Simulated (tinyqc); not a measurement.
Model parameters from four stresses.

Problem. The threshold shift of a transistor under bias-temperature stress follows dV = A (V/V0)^g exp[-(Ea q/kB)(1/T - 1/T0)] (t/1 s)^n. Find n, A, g and Ea.

Parameters, values chosen for the exercise: reference stress voltage V0 = 1.2 V; reference temperature T0 = 398 K.

Constants: q = 1.602176634e-19 C, kB = 1.380649e-23 J/K. Results are converted to the units shown.

dV at (V0, T0, 10 s), (V0, T0, 1000 s), (0.9 V, T0, 1000 s) and (V0, 423 K, 1000 s) (mV): 15.826687  50.048378  7.9392978  68.249616

Solution. Each pair differs in one condition, and the logarithm of its ratio gives one exponent.

n = 0.2500
A = 8.900 mV
g = 6.400
Ea = 0.1800 eV

tinyqc, about 0.01 s, one thread, Intel Xeon 2.30GHz (shared host): `OMP_NUM_THREADS=1 python tinyqc.py 2070138 2070139 out.jsonl`
